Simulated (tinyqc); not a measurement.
Electron continuity equation in a given potential, Scharfetter-Gummel discretisation: two steps of the calculation.

Steady state in one dimension: J = q mu n E + q D dn/dx with E = -dpsi/dx and D = mu Vt, dJ/dx = q (n/tau - G), fixed densities nL and nR at the ends. The potential is given, psi = 0 for x < L/2 and U (2 x/L - 1) beyond, and is not changed by the electrons.

Values chosen for this exercise; mobility close to that of indium arsenide at room temperature: temperature T = 293 K; electron mobility mu = 29600 cm^2/(V s); length of the region L = 0.14 um; density at x = 0 nL = 1.5e12 cm^-3; density at x = L nR = 5.5e12 cm^-3; lifetime tau = 2.4e-14 s; uniform generation rate G = 8e24 cm^-3 s^-1.

Constants: q = 1.602176634e-19 C, kB = 1.380649e-23 J/K, Vt = kB T/q. Results are converted to the units shown.

Task 1. Tridiagonal system for the inner nodes. Row i (1 to 10): B(-d_(i-1)) n_(i-1) + b_i n_i + B(d_i) n_(i+1) = f_i with b_i = -B(-d_i) - B(d_(i-1)) - h^2/(D tau) and f_i = -G h^2/D; the known end values are moved to the right: f_1 loses B(-d_0) nL and f_10 loses B(d_10) nR. h = L/11, D = mu Vt.

```
interval      B(d_i)    B(-d_i)
0                  1          1
1                  1          1
2                  1          1
3                  1          1
4                  1          1
5         0.75414986  1.2942298
6         0.55530917  1.6354691
7         0.55530917  1.6354691
8         0.55530917  1.6354691
9         0.55530917  1.6354691
10        0.55530917  1.6354691
```

Find: diagonal b; right side f.

Result 1.

```
node  diagonal b  right side f (cm^-3)
1        -2.0903            -1.5173e12
2        -2.0903            -1.7339e10
3        -2.0903            -1.7339e10
4        -2.0903            -1.7339e10
5        -2.3845            -1.7339e10
6        -2.4799            -1.7339e10
7        -2.2811            -1.7339e10
8        -2.2811            -1.7339e10
9        -2.2811            -1.7339e10
10       -2.2811            -3.0715e12
```

Task 2. Densities and current. B(d_i) and B(-d_i) are the Bernoulli factors of the potential steps, b and f the diagonal and right side. Solve B(-d_(i-1)) n_(i-1) + b_i n_i + B(d_i) n_(i+1) = f_i (end values already in f), then J_i = (q D/h) [n_(i+1) B(d_i) - n_i B(-d_i)], h = L/11, D = mu Vt.

```
interval      B(d_i)    B(-d_i)
0                  1          1
1                  1          1
2                  1          1
3                  1          1
4                  1          1
5         0.75414986  1.2942298
6         0.55530917  1.6354691
7         0.55530917  1.6354691
8         0.55530917  1.6354691
9         0.55530917  1.6354691
10        0.55530917  1.6354691
```

```
node  diagonal b  right side f (cm^-3)
1     -2.0903082         -1.5173392e12
2     -2.0903082         -1.7339177e10
3     -2.0903082         -1.7339177e10
4     -2.0903082         -1.7339177e10
5     -2.3845380         -1.7339177e10
6     -2.4799272         -1.7339177e10
7     -2.2810865         -1.7339177e10
8     -2.2810865         -1.7339177e10
9     -2.2810865         -1.7339177e10
10    -2.2810865         -3.0715396e12
```

Find: n; J.

Result 2.

n, node 0 to 11 (cm^-3): 1.5000e12  1.1259e12  8.3621e11  6.0467e11  4.1039e11  2.3584e11  1.7852e11  2.1637e11  3.3181e11  6.9451e11  1.8445e12  5.5000e12
J, interval 0 to 10 (A/cm^2): -35.193  -27.258  -21.784  -18.278  -16.422  -16.050  -16.165  -15.957  -14.770  -10.500  3.540

Range of the model: The drift velocity mu E exceeds 1e7 cm/s somewhere, where real mobilities no longer stay constant.

Computed by the program tinyqc: `OMP_NUM_THREADS=1 python tinyqc.py 2220060 2220061 out.jsonl`, one thread of a shared Intel Xeon 2.30GHz, about 0.01 s for the whole run.
